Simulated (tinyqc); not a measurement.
Regular and subregular solution with a miscibility gap: one step, computed by the program tinyqc.

Per mole of mixing sites: G(x) = x (1 - x) [L0 + L1 (1 - 2x)] + R T [x ln x + (1 - x) ln(1 - x)], x the fraction of B.

Task: Critical point. The spinodal is G'' = 0, R T_s(x) = x (1 - x) [2 L0 + 6 L1 (1 - 2x)]; the critical point is its maximum.

Inputs (values chosen for the exercise, for a model alloy): asymmetry L1 = 0 kJ/mol.

L0 = 44.7 kJ/mol

Constants: R = 8.314462618 J/(mol K).

Give: critical composition x_c; critical temperature T_c.

Result:

critical composition x_c = 0.5

critical temperature T_c = 2688 K

With L1 = 0 this is x_c = 1/2 and T_c = L0/(2 R). Caution: a real alloy may melt or decompose below this critical temperature.
